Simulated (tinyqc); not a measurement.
Schottky emission and Poole-Frenkel conduction in an insulator, and how to tell them apart: one step of the calculation.

Schottky emission (electrode-limited): J = As T^2 exp[-(pb - b sqrt(F))/Vt], b = sqrt(q/(4 pi eps0 ei)). Poole-Frenkel emission (bulk-limited): J = s0 F exp[-(pt - 2 b sqrt(F))/Vt]. F in V/cm.

Problem. Both currents at one field. Lowerings b sqrt(F) and 2 b sqrt(F); the image-force maximum lies at sqrt(q/(16 pi eps0 ei F)) from the electrode.

Parameters, values chosen for the exercise; dielectric values close to those of zirconium oxide: temperature T = 325 K; high-frequency relative permittivity ei = 4.4; trap depth pt = 1.06 eV; Poole-Frenkel prefactor s0 = 0.016 S/cm; electrode barrier pb = 1.21 eV; Richardson constant As = 66 A/(cm^2 K^2); field F = 1.2 MV/cm.

Constants: q = 1.602176634e-19 C, kB = 1.380649e-23 J/K, Vt = kB T/q, eps0 = 8.8541878128e-14 F/cm where lengths are in cm. Results are converted to the units shown.

Find: Schottky lowering; position of the barrier top; Poole-Frenkel lowering; J, Schottky; J, Poole-Frenkel.

Solution.

Schottky lowering = 198.17 meV
position of the barrier top = 0.82571 nm
Poole-Frenkel lowering = 396.34 meV
J, Schottky = 1.4219e-9 A/cm^2
J, Poole-Frenkel = 9.8164e-7 A/cm^2

Injection and bulk transport act in series, so the smaller capacity limits the current: here the electrode, by a factor of 690.

tinyqc, about 0.01 s, one thread, Intel Xeon 2.30GHz (shared host): `OMP_NUM_THREADS=1 python tinyqc.py 2370056 2370057 out.jsonl`
